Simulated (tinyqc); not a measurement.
# Worked calculation: van der Pauw, Hall and four-point-probe measurements on a doped layer

tinyqc, about 0.01 s, one thread, Intel Xeon 2.30GHz (shared host): `OMP_NUM_THREADS=1 python tinyqc.py 2850136 2850137 out.jsonl` Printed values are rounded.

A uniform n-type layer with sheet resistance Rs = 1/(q ns mu), point contacts, low field (mu B small).

Parameters, values chosen for the exercise: sheet density of the layer ns = 2.8e13 cm^-2; drift mobility mu = 110 cm^2/(V s); Hall factor rH = 0.8; magnetic field B = 2 T; current I = 50 uA; side ratio a/b of a rectangular sample with corner contacts ar = 2.12; thickness of the layer t = 15 nm.

Constants: q = 1.602176634e-19 C. Results are converted to the units shown.

## Resistances and Hall voltage

Rs = 1/(q ns mu). For a rectangle with contacts at the corners, RA = (8 Rs/pi) sum_(k>=0) ln coth((2k + 1) pi a/(2 b)) with current along a short side b and voltage along the opposite one, RB the same with a and b exchanged; Hall voltage VH = rH B I/(q ns), negative for electrons.

Rs = 2026.46 ohm/square
RA = 13.2200 ohm
RB = 2514.26 ohm
VH = -1.78329 mV

RB/RA = 190; for a square both equal Rs ln 2/pi = 447 ohm.

## Starting value

z = 2 ln 2/(pi (RA + RB)), exact for RA = RB.

z at the start = 0.174589 mS

## Iteration 1: new z

The van der Pauw equation exp(-pi RA z) + exp(-pi RB z) = 1 is solved for z = 1/Rs: e1 = exp(-pi RA z), e2 = exp(-pi RB z), f = e1 + e2 - 1, f' = -pi (RA e1 + RB e2), z(new) = z - f/f'.

e1 = 0.992775
e2 = 0.251819
f = 0.244595
f' = -2.03030 kohm
z after iteration 1 = 0.295062 mS

## Iteration 2: new z

As before.

e1 = 0.987820
e2 = 0.0972347
f = 0.0850550
f' = -0.809062 kohm
z after iteration 2 = 0.400190 mS

## Iteration 3: new z

As before.

e1 = 0.983517
e2 = 0.0423829
f = 0.0258996
f' = -0.375621 kohm
z after iteration 3 = 0.469141 mS

## Course of the iteration

Stop when the step is below 1e-10 mS, or after 40 iterations.

Course of the iteration:
```
iteration  z before the step (mS)  step (mS)
1                        0.174589      0.120
2                        0.295062      0.105
3                        0.400190     0.0690
4                        0.469141     0.0225
5                        0.491654    1.81e-3
6                        0.493460    1.04e-5
7                        0.493470   3.40e-10
8                        0.493470          0
```

Converged in 8 iterations.

## Sheet density, mobility and bulk values

converged z = 0.493470 mS

Rs = 1/z; Hall sheet density B I/(q |VH|); Hall mobility |VH|/(Rs B I); true values ns = rH times the Hall density, mu = Hall mobility/rH; bulk density ns/t, resistivity Rs t; correction factor F = Rs/[(pi/ln 2)(RA + RB)/2].

Rs = 2026.46 ohm/square
Hall sheet density = 3.5e13 cm^-2
Hall mobility = 88 cm^2/(V s)
ns = 2.8e13 cm^-2
mu = 110 cm^2/(V s)
bulk density = 1.86667e19 cm^-3
resistivity = 0.00303970 ohm cm
F = 0.353799

Taking the mean of RA and RB without F would overstate Rs by 180 %.
